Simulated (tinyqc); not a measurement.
# Undoped gate-all-around wire MOSFET, analytic charge model: effects of single changes

An undoped round wire of radius R under an insulator shell and a surrounding gate; long channel, electrons only, n = ni exp((psi - V)/Vt) with V the quasi-Fermi potential (0 at the source, Vd at the drain), constant mobility, no quantisation. The radial Poisson equation gives n(r) = n(0)/(1 - (1 - b) r^2/R^2)^2 with b = Q0/(Q + Q0). Q is the electron charge per area of the wire surface.

Parameters, values chosen for the exercise; material values those of a made-up semiconductor: temperature T = 250 K; band gap Eg = 1.53 eV; relative permittivity of the semiconductor eps_r = 14.1; conduction-band density of states at T Nc = 2.87e17 cm^-3; valence-band density of states at T Nv = 6.41e18 cm^-3; relative permittivity of the gate insulator eox = 21.8; insulator thickness tox = 7.6 nm; wire radius R = 5 nm; gate work function less that of the intrinsic body dphi = 0.02 V; channel mobility mu = 760 cm^2/(V s); gate length L = 1 um; drain voltage Vd = 0.5 V.

Constants: q = 1.602176634e-19 C, kB = 1.380649e-23 J/K, Vt = kB T/q, eps0 = 8.8541878128e-14 F/cm where lengths are in cm. Results are converted to the units shown.

Each table varies one quantity; the others keep the values above.

## Effect of the gate work function less that of the intrinsic body

ni = sqrt(Nc Nv) exp(-Eg/(2 Vt)), Eg in volts; Cox = eps0 eox/(R ln(1 + tox/R)); Q0 = 4 eps0 eps_r Vt/R; V0 = dphi + Vt ln[8 eps0 eps_r Vt/(q ni R^2)]. Q solves Vg - V0 - V = Q/Cox + Vt ln(Q/Q0) + Vt ln(1 + Q/Q0). I = mu (2 pi R/L)[2 Vt (Qs - Qd) + (Qs^2 - Qd^2)/(2 Cox) + Vt Q0 ln((Qd + Q0)/(Qs + Q0))], with Qs at V = 0 and Qd at V = Vd.  I(low) is taken at Vg = 0.56 V, Qs and I(high) at Vg = 1.31 V.

Effect of the gate work function less that of the intrinsic body:

| dphi (V) | V0 (V) | I(low) (nA) | Qs(high) (nC/cm^2) | I(high) (uA) |
|---|---|---|---|---|
| -0.13 | 0.66465 | 0.84870 | 2263.8 | 15.817 |
| -0.08 | 0.71465 | 0.084304 | 2070.3 | 13.667 |
| -0.03 | 0.76465 | 0.0082870 | 1878.1 | 11.580 |
| 0.02 | 0.81465 | 8.1375e-4 | 1687.5 | 9.5845 |
| 0.07 | 0.86465 | 7.9899e-5 | 1498.7 | 7.7245 |
| 0.12 | 0.91465 | 7.8449e-6 | 1312.2 | 6.0539 |
| 0.17 | 0.96465 | 7.7025e-7 | 1128.5 | 4.5981 |

What does the comparison show?

As dphi goes from -0.13 to 0.17 V, I(low) falls from 0.849 to 7.70e-7 nA and I(high) falls from 15.8 to 4.60 uA. V0 rises from 0.665 to 0.965 V. In every row the surface density at the source at the higher gate voltage passes 0.3 Nc, where Boltzmann statistics fail. For dphi = -0.13 to 0.12 V mu V/L at the higher gate voltage, with V the smaller of Vd and Vg - V0, passes 3e6 cm/s, so velocity saturation would lower the current. In every row the body is thin enough for quantum confinement, left out here, to raise the threshold.

## Effect of the wire radius

Same model as above.

Effect of the wire radius:

| R (nm) | V0 (V) | I(low) (nA) | Qs(high) (nC/cm^2) | I(high) (uA) |
|---|---|---|---|---|
| 1.7 | 0.8611 | 9.407e-5 | 2564 | 4.704 |
| 2.3 | 0.8481 | 1.722e-4 | 2244 | 5.662 |
| 3.3 | 0.8326 | 3.545e-4 | 1944 | 7.163 |
| 4.6 | 0.8182 | 6.888e-4 | 1733 | 9.024 |
| 6.4 | 0.8040 | 0.001333 | 1570 | 11.52 |
| 8.9 | 0.7898 | 0.002578 | 1446 | 14.89 |
| 12 | 0.7769 | 0.004687 | 1359 | 19.02 |

What does the comparison show?

As R goes from 1.7 to 12 nm, I(low) rises from 9.41e-5 to 0.00469 nA and I(high) rises from 4.70 to 19.0 uA. On average I(low) goes as R^(2.00) and I(high) goes as R^(0.71). Below threshold the charge is proportional to the cross-section of the body; above it the insulator sets the charge. In every row the surface density at the source at the higher gate voltage passes 0.3 Nc, where Boltzmann statistics fail. In every row mu V/L at the higher gate voltage, with V the smaller of Vd and Vg - V0, passes 3e6 cm/s, so velocity saturation would lower the current. For R = 1.7 to 6.4 nm the body is thin enough for quantum confinement, left out here, to raise the threshold.

Numbers from tinyqc (`OMP_NUM_THREADS=1 python tinyqc.py 2460141 2460142 out.jsonl`; about 0.03 s on one thread of a shared Intel Xeon 2.30GHz).
